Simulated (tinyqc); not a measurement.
Gate sheet resistance from two finger widths.

Problem. At low frequency R = Rsh Wf/(3 L) + B/Wf, where B collects the channel and vertical terms. Find Rsh, B and the width of lowest R.

Inputs (values chosen for the exercise): channel length L = 1.2 um.

input resistance of single fingers, contacted at one end, of width 0.68 and 4.3 um (ohm): 65.914771  17.877003

Solution. R Wf is a straight line in Wf^2; the minimum of R lies where both terms are equal.

Rsh = 6.400 ohm/square
B = 44.00 ohm um
width of lowest R = 4.975 um

Computed by the program tinyqc: `OMP_NUM_THREADS=1 python tinyqc.py 2262018 2262019 out.jsonl`, one thread of a shared Intel Xeon 2.30GHz, about 0.01 s for the whole run.
